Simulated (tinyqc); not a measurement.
Two-step dopant diffusion (predeposition and drive-in) with a constant diffusivity: one step, computed by the program tinyqc. Command: `OMP_NUM_THREADS=1 python tinyqc.py 3011361 3011362 out.jsonl dopdiff walk`. One thread of a shared host (Intel(R) Xeon(R) Processor @ 2.30GHz), about 0.08 s of CPU time with the checks.

Fick diffusion into a half space x > 0 whose background doping C_B is of the opposite type, so that a junction lies where C = C_B.

Task: Drive-in as a Gaussian. With a sealed surface and a thin source, C = Q/sqrt(pi (Dt)2) exp(-x^2/(4 (Dt)2)); x_j = 2 sqrt((Dt)2 ln(C(0)/C_B)); gradient at the junction |dC/dx| = C_B x_j/(2 (Dt)2).

Inputs (values chosen for the exercise, modelled on arsenic in silicon):
```
quantity                        value    unit
surface concentration C_s     4.8e+19  1/cm^3
background doping C_B         1.6e+15  1/cm^3
predeposition temperature T1      925       C
drive-in temperature T2          1200       C
stand-by temperature              700       C
```

dose Q = 2.212731e+13 1/cm^2

drive-in budget (Dt)2 = 3.108889e-09 cm^2

Give: surface concentration C(0) (Gaussian); junction depth x_j; gradient at the junction.

Result:

surface concentration C(0) (Gaussian) = 2.2390e+17 1/cm^3

junction depth x_j = 2.4788 um

gradient at the junction = 6.3787e+19 1/cm^4

Caution: C_s exceeds the intrinsic carrier density of silicon at the predeposition temperature (2e18 to 1e19 per cm^3), where real diffusivities rise with concentration and profiles turn box-like.
